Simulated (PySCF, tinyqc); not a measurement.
Coupled-perturbed Hartree-Fock on RHF in the 3-21g basis, for H3+, spin multiplicity 1, step by step. The lowest restricted solution is unstable here: a spin-polarised one lies 0.0001 hartree lower (PySCF). One step of it, computed by the program tinyqc.

Question. Coupled step 1. U_ai = -(mu_ai + sum_bj [4 (ai|bj) - (ab|ij) - (aj|bi)] U_bj) / (e_a - e_i); alpha = -4 sum U_ai mu_ai.

uncoupled U:
```
           i1
a2  -2.518545
a3   0.000000
a4   0.000000
a5   0.029322
a6   0.000000
```

dipole integrals <a|z|i> (bohr):
```
           i1
a2   1.419330
a3   0.000000
a4   0.000000
a5  -0.051547
a6   0.000000
```

orbital energies (hartree): MO1 -0.942107, MO2 -0.378555, MO3 -0.025249, MO4 0.701828, MO5 0.815849, MO6 0.981906

Two-electron integrals over orbitals (pq|rs), unique and non-zero (hartree):
```
(11|11) 0.549614    (21|21) 0.121808    (22|11) 0.433754    (22|22) 0.441970
(31|11) 0.084531    (31|22) -0.011956   (31|31) 0.075447    (32|21) -0.095851
(32|32) 0.104066    (33|11) 0.414908    (33|22) 0.382150    (33|31) 0.023388
(33|33) 0.372826    (41|11) 0.071442    (41|22) 0.074602    (41|31) -0.005331
(41|33) 0.046887    (41|41) 0.053083    (42|21) 0.067172    (42|32) -0.046939
(42|42) 0.071909    (43|11) -0.042412   (43|22) -0.049880   (43|31) 0.007350
(43|33) -0.023508   (43|41) -0.020615   (43|43) 0.027990    (44|11) 0.443695
(44|22) 0.427858    (44|31) 0.007075    (44|33) 0.370769    (44|41) 0.077376
(44|43) -0.057922   (44|44) 0.442437    (51|21) -0.054462   (51|32) 0.037146
(51|42) -0.056804   (51|51) 0.045466    (52|11) -0.091256   (52|22) -0.099824
(52|31) 0.010418    (52|33) -0.053647   (52|41) -0.059709   (52|43) 0.040457
(52|44) -0.110681   (52|52) 0.082646    (53|21) 0.016634    (53|32) -0.000244
(53|42) 0.036661    (53|51) -0.027631   (53|53) 0.030897    (54|21) -0.147626
(54|32) 0.125283    (54|42) -0.097800   (54|51) 0.078941    (54|53) -0.028202
(54|54) 0.206882    (55|11) 0.416017    (55|22) 0.434051    (55|31) -0.019523
(55|33) 0.366045    (55|41) 0.086591    (55|43) -0.057526   (55|44) 0.441310
(55|52) -0.117972   (55|55) 0.454390    (61|11) -0.075486   (61|22) 0.007095
(61|31) -0.065390   (61|33) -0.039494   (61|41) -0.009877   (61|43) -0.022367
(61|44) 0.002554    (61|52) -0.013650   (61|55) 0.018446    (61|61) 0.095290
(62|21) 0.041808    (62|32) -0.025542   (62|42) 0.037443    (62|51) -0.029666
(62|53) 0.021794    (62|54) -0.057436   (62|62) 0.026230    (63|11) -0.130908
(63|22) -0.058799   (63|31) -0.054266   (63|33) -0.063685   (63|41) -0.039053
(63|43) 0.010159    (63|44) -0.071744   (63|52) 0.038647    (63|55) -0.056892
(63|61) 0.066090    (63|63) 0.082712    (64|11) -0.030826   (64|22) 0.035874
(64|31) -0.053299   (64|33) -0.000267   (64|41) 0.024965    (64|43) -0.015912
(64|44) 0.027718    (64|52) -0.034510   (64|55) 0.052801    (64|61) 0.047815
(64|63) 0.026706    (64|64) 0.055247    (65|21) -0.069058   (65|32) 0.064782
(65|42) -0.049166   (65|51) 0.039924    (65|53) -0.011223   (65|54) 0.100018
(65|62) -0.024935   (65|65) 0.052841    (66|11) 0.556043    (66|22) 0.398895
(66|31) 0.119239    (66|33) 0.419581    (66|41) 0.073755    (66|43) -0.020151
(66|44) 0.420966    (66|52) -0.072281   (66|55) 0.383923    (66|61) -0.142623
(66|63) -0.169258   (66|64) -0.067107   (66|66) 0.643048
```

Give: U after step 1; polarisability.

Answer.

U after step 1:
```
         i1
a2  -2.8202
a3   0.0000
a4   0.0000
a5  -0.0693
a6   0.0000
```

polarisability = 15.9966 bohr^3
